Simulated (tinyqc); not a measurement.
# Cell-based percolation model of oxide breakdown, step by step

Computed by the program tinyqc: `OMP_NUM_THREADS=1 python tinyqc.py 2070077 2070078 out.jsonl`, one thread of a shared Intel Xeon 2.30GHz, about 0.01 s for the whole run. Printed values are rounded.

The oxide, of thickness n a, is cut into cubic cells. A cell is defective with the chance l = 1 - exp(-a^3 N), N = N1 (t/1 s)^al. A column of n defective cells breaks the oxide down, and the area holds M = A/a^2 independent columns: 1 - F = (1 - l^n)^M.

Inputs (values chosen for the exercise): edge of a cell a = 1.2 nm; cells across the oxide n = 7; area A = 0.16 um^2; exponent of defect growth al = 0.99; defect density after 1 s N1 = 2.6e17 cm^-3.

## Critical defect density

At F = 1 - 1/e: l_c = (1 - exp(-1/M))^(1/n), N_bd = -ln(1 - l_c)/a^3, t63 = (N_bd/N1)^(1/al). W = ln(-ln(1 - F)); for small l, W = ln M + n ln(a^3 N), so the Weibull slope is n al.

thickness = 8.4 nm
M = 1.11111e5
l_c = 0.190185
N_bd = 1.22078e20 cm^-3
N_bd times thickness = 1.02545e14 cm^-2
t63 = 499.630 s
n al = 6.93

## The distribution

t, point 0 to 6 (s): 130  180  260  360  450  500  570

N, l, F and W = ln(-ln(1 - F)) at each time; the slope is taken between the end points.

```
point   N (cm^-3)          l           F         W
0      3.21942e19  0.0541124  1.50939e-4  -8.79856
1      4.44317e19  0.0739046  0.00133711  -6.61658
2      6.39436e19   0.104609   0.0151158  -4.18441
3      8.82496e19   0.141437    0.118214  -2.07301
4      1.10066e20   0.173202    0.405207  -0.65481
5      1.22167e20   0.190311    0.633814   0.00460
6      1.39088e20   0.213643    0.895361   0.81414
```

slope = 6.50341

The slope is 6.2 % below n al, since l grows a little more slowly than N.
